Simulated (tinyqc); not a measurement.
Decay of LO phonons and the hot-phonon bottleneck in the cooling of electrons: one step, computed by the program tinyqc. Command: `OMP_NUM_THREADS=1 python tinyqc.py 3020766 3020767 out.jsonl hotphonon walk`. One thread of a shared host (Intel(R) Xeon(R) Processor @ 2.30GHz), about 0.01 s of CPU time with the checks.

n(E, T) = 1/(exp(E/(k_B T)) - 1) is the Bose occupation. Electrons have a temperature T_e; the LO modes within their reach share one occupation N; the decay products stay at the lattice temperature.

Problem. Electron and phonon temperatures in closed form. Net emission per electron: [(N + 1) x - N]/tau_sp with x = exp(-hbar omega/(k_B T_e)), a simple two-level balance; steady state of the modes: n [(N + 1) x - N]/tau_sp = N_m (N - N_0)/tau; power per electron P = hbar omega [(N + 1) x - N]/tau_sp. With p = P tau_sp/(hbar omega): N = N_0 + r p and x = (p + N)/(N + 1); without hot phonons N = N_0. The mode temperature T_LO solves n(hbar omega, T_LO) = N.

Inputs (values chosen for the exercise, modelled on gallium nitride): LO energy hbar omega = 91 meV; lattice temperature T = 300 K; power supplied per electron P = 4.7 nW.

Decay channel: two unequal phonons (Ridley).

emission time tau_sp = 8.644912 fs

equilibrium LO occupation N_0 = 0.03050112

bottleneck ratio r = 4.500753

Constants: e = 1.602176634e-19 C; k_B = 8.617333262e-05 eV/K.

Give: reduced power p; LO occupation N; electron temperature T_e; T_e without hot phonons; mode temperature T_LO.

Solution.

reduced power p = 0.002787

LO occupation N = 0.04304

electron temperature T_e = 337.9 K

T_e without hot phonons = 307.6 K

mode temperature T_LO = 331.3 K
